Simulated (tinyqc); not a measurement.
Heavy doping: gap narrowing, degeneracy and the minority density: sweeps and comparisons. A value that a table varies takes the place of the one given here.

F_j(eta) = (1/Gamma(j + 1)) integral_0^infinity x^j dx/(1 + exp(x - eta)), which tends to exp(eta) for eta << 0.

Empirical narrowing (Slotboom form, constants chosen for the exercise; published fits of this form give the apparent narrowing, here it is taken as the true one): dEg = E0 [ln(N/N0) + sqrt(ln(N/N0)^2 + C)].

Majority: N = Nv F_1/2(eta), eta the distance of EF beyond the majority band edge in kT. Degeneracy factor gam = F_1/2(eta)/exp(eta). ni0^2 = Nc Nv exp(-Eg/kT); product n p = ni0^2 gam exp(dEg/kT), dEg the true narrowing; apparent narrowing dEa = dEg + kT ln gam; minority density = n p/N.

Bipolar transistor with N as emitter doping: beta = K (N/NB) exp((dEa_B + dG - dEa_E)/kT), dEa_E = dEg(N) + kT ln gam, dEa_B = dEg(NB). For the sweep in T, Nv is scaled as (T/T0)^(3/2) from its value at T0 = T.

Constants: kB = 8.617333262e-05 eV/K.

Parameters, chosen for this exercise (gap and densities of states near those of Ge at this temperature; narrowing constants of the size fitted for Si, not for this material; not measured data): Eg = 0.602 eV (gap); Nc = 1.89e+19 1/cm^3 (conduction-band density of states); Nv = 9.5e+18 1/cm^3 (valence-band density of states); T = 450 K; E0 = 9.44 meV (narrowing scale); N0 = 1.1e+17 1/cm^3 (onset density); C = 0.5 (smoothing constant); N = 6.3e+18 1/cm^3 (ionised acceptors, equal to the majority density); NB = 4e+16 1/cm^3 (base doping); K = 1 (ratio (D_B W_E)/(D_E W_B)); dG = 80 meV (extra narrowing of the base by alloying).

## Narrowing against degeneracy

N takes the values listed; the last column is N over the factor gam exp(dEg/kT), the doping that a simple model would need to give the same minority density.

Results:

| N (1/cm^3) | eta | gam | dEg (meV) | dEa (meV) | minority (1/cm^3) | effective doping (1/cm^3) |
|---|---|---|---|---|---|---|
| 3.0e+16 | -5.76 | 0.999 | 1.7 | 1.7 | 1.13e+15 | 2.87e+16 |
| 1.0e+17 | -4.55 | 0.996 | 5.8 | 5.7 | 3.77e+14 | 8.63e+16 |
| 3.0e+17 | -3.44 | 0.989 | 21.1 | 20.6 | 1.84e+14 | 1.76e+17 |
| 1.0e+18 | -2.21 | 0.964 | 42.7 | 41.3 | 9.43e+13 | 3.45e+17 |
| 3.0e+18 | -1.04 | 0.895 | 63.1 | 58.8 | 4.94e+13 | 6.58e+17 |
| 1.0e+19 | 0.42 | 0.693 | 85.7 | 71.4 | 2.05e+13 | 1.58e+18 |
| 3.0e+19 | 2.22 | 0.343 | 106.3 | 64.8 | 5.76e+12 | 5.65e+18 |
| 8.0e+19 | 4.83 | 0.0674 | 124.8 | 20.2 | 6.84e+11 | 4.75e+19 |
| 2.0e+20 | 9.13 | 0.00229 | 142.0 | -93.7 | 1.45e+10 | 2.24e+21 |

dEg grows steadily to 142.0 meV, while the apparent value peaks at 71.4 meV for N = 1e+19 and falls to -93.7 meV as the Fermi level enters the band. N grows by a factor 33 from the third to the sixth row and the effective doping by 9.0: net of degeneracy, narrowing takes away 73 % of the factor gained by heavier doping.

## Current gain against temperature

Gain:

| T (K) | beta | beta with dG = 0 | without narrowing |
|---|---|---|---|
| 150 | 749 | 1.54 | 158 |
| 200 | 456 | 4.40 | 158 |
| 250 | 347 | 8.47 | 158 |
| 300 | 293 | 13.3 | 158 |
| 350 | 261 | 18.4 | 158 |
| 400 | 241 | 23.6 | 158 |
| 450 | 227 | 28.8 | 158 |

dEa_B + dG - dEa_E at T0 = 14.1 meV

beta is 749 at 150 K and 227 at 450 K, since the net exponent is positive: the gap is narrower in the base. At 300 K narrowing and degeneracy change the gain by a factor 0.0843 and alloying the base by 22.1.

## What moves the minority density and the gain

All results formed anew. Each row changes one parameter from the base and keeps the others.

Results:

| case | dEg (meV) | dEa (meV) | minority (1/cm^3) | beta |
|---|---|---|---|---|
| base | 77.00 | 67.99 | 2.98e+13 | 227 |
| N = 1.26e+19 1/cm^3 | 90.00 | 72.15 | 1.66e+13 | 407 |
| E0 = 11.328 meV | 92.40 | 83.39 | 4.43e+13 | 154 |
| N0 = 2.2e+17 1/cm^3 | 64.03 | 55.02 | 2.13e+13 | 310 |
| Eg = 0.622 eV | 77.00 | 67.99 | 1.78e+13 | 227 |
| Nv = 1.24e+19 1/cm^3 | 77.00 | 70.08 | 4.11e+13 | 215 |
| NB = 8e+16 1/cm^3 | 77.00 | 67.99 | 2.98e+13 | 120 |

The largest shifts from the base row, up to three for each result and ties (the steps differ in size, so this ranks the rows, not the parameters). dEg (meV): E0 +15.40, N +13.00, N0 -12.97; unchanged at the printed digits by Eg, Nv and NB. dEa (meV): E0 +15.40, N0 -12.97, N +4.15; unchanged at the printed digits by Eg and NB. minority (1/cm^3): E0 +1.45e+13, N -1.32e+13, Eg -1.20e+13; unchanged at the printed digits by NB. beta: N +181, NB -107, N0 +83.8; unchanged at the printed digits by Eg.

tinyqc: `OMP_NUM_THREADS=1 python tinyqc.py 1680736 1680737 out.jsonl`; about 0.01 s, one thread, shared Intel(R) Xeon(R) Processor @ 2.30GHz.
